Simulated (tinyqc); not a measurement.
Inside a calculation: two-dimensional electron gas with Rashba and Dresselhaus coupling. Values are carried at full precision from step to step, so a last printed digit may differ when a step is redone from the rounded ones.

H = c k^2/m + al (ky sx - kx sy) + b1 (kx sx - ky sy) + gam kx ky (kx sy - ky sx), s the Pauli matrices, x = [100], c = hbar^2/2m0, b1 = gam (pi/L)^2 (hard walls). H = c k^2/m + B.s, so E = c k^2/m -/+ |B| and the lower state has its spin along -B.

Constants: hbar^2/2m0 = 3.80998211 eV angstrom^2; hbar = 6.58211957e-16 eV s.

Inputs chosen for the exercise (of the size met in InSb; shifted at random, so the results belong to these values and not to a real crystal): m = 0.0133 m0 (mass); al = 0.55 eV angstrom (Rashba constant); gam = 398.5 eV angstrom^3 (bulk Dresselhaus constant); L = 144 angstrom (width of the (001) well); n = 18 1e11/cm^2 (sheet density (one subband filled)); phi = 160 degrees (angle of k from [100]).

## Scales

b1; mean Fermi wave vector k0 = sqrt(2 pi n) (1e11/cm^2 = 1e-5/angstrom^2); E0 = c k0^2/m; b3 = gam k0^2/4; kR = al m/(2c) and ER = al kR/2, the shift and depth of a pure Rashba band.

b1 = 0.1897 eV angstrom
k0 = 0.03363 1/angstrom
E0 = 323.984 meV
b3 = 0.1127 eV angstrom
kR = 0.0009600 1/angstrom
ER = 0.2640 meV

The ratio al/(b1 - b3) is 7.14; kR is 2.9 % of k0.

## Spin-orbit field at one point of the Fermi circle

k = k0 (cos phi, sin phi). Form B, the splitting 2|B| and the direction of the lower spin, atan2(-By, -Bx).

Bx, By (meV): [1.9983, 19.7769]

splitting = 39.7552 meV
direction of the lower spin = -95.8 degrees

## The matrix

H = [[E0, Bx - i By], [Bx + i By, E0]] in meV; diagonalise. Precession period h/(2|B|) = 2 pi hbar/(splitting).

H (meV), rows up, down and columns alike:
```
[[323.9841, 1.9983-19.7769i],
 [1.9983+19.7769i, 323.9841]]
```

levels (meV): [304.1065, 343.8617]

period = 0.104 ps

## The two wave vectors at the energy E0 along this direction

Solve c k^2/m -/+ |B(k)| = E0. The spin turns by (k_outer - k_inner) per length, so a half turn takes pi/(difference).

k (1/angstrom): outer 0.034694, inner 0.032628

difference = 0.002066 1/angstrom
length of a half turn = 152.1 nm

For linear terms alone the difference is (m/c)|B|/k, whatever the energy: every electron along this direction turns alike, the basis of the spin transistor. The cubic term makes it depend on density.

## Checks

- Difference of the Fermi wave vectors without Dresselhaus terms against al m/c: both 0.0019200.

Computed by tinyqc, a small Python program: `OMP_NUM_THREADS=1 python tinyqc.py 1451641 1451642 out.jsonl` (the numbers bound the seed that draws the inputs); one thread of a shared host (Intel(R) Xeon(R) Processor @ 2.30GHz), about 0.01 s for the whole set of steps.
